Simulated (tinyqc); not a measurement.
# Transfer-length model of a contact: effect of the sheet resistance

A metal contact of length d and width W on a thin layer of the same width. The metal has no resistance, the sheet resistance under it equals Rsh, and current enters the layer at the front edge x = 0.

Transfer length Lt = sqrt(rc/Rsh); front resistance Rc = (Rsh Lt/W) coth(d/Lt); end resistance Re = (Rsh Lt/W)/sinh(d/Lt).

Parameters, values chosen for the exercise:
```
symbol  value      unit                       meaning
rc       3e-6  ohm cm^2  specific contact resistivity
d        0.34        um                contact length
W         3.4        um                 contact width
```

Effect of the sheet resistance:
```
Rsh (ohm/sq)  Lt (um)    d/Lt  Rc W (ohm um)  Re W (ohm um)
160             1.369  0.2483          900.4          873.4
360            0.9129  0.3725          922.8          862.3
810            0.6086  0.5587          972.3          838.1
1800           0.4082  0.8328           1078          788.0
4000           0.2739   1.242           1295          690.7
9000           0.1826   1.862           1724          523.1
20000          0.1225   2.776           2469          306.3
45000         0.08165   4.164           3676          114.2
1e5           0.05477   6.208           5477          22.06
```

What does the table show?

Rc W rises from 900 to 5480 ohm um while Re W falls from 873 to 22.1 ohm um; for Rsh going to zero both tend to rc/d = 882 ohm um. A larger Rsh shortens Lt and crowds the current to the front edge.

Computed by the program tinyqc: `OMP_NUM_THREADS=1 python tinyqc.py 2760037 2760038 out.jsonl`, one thread of a shared Intel Xeon 2.30GHz, about 0.01 s for the whole run.
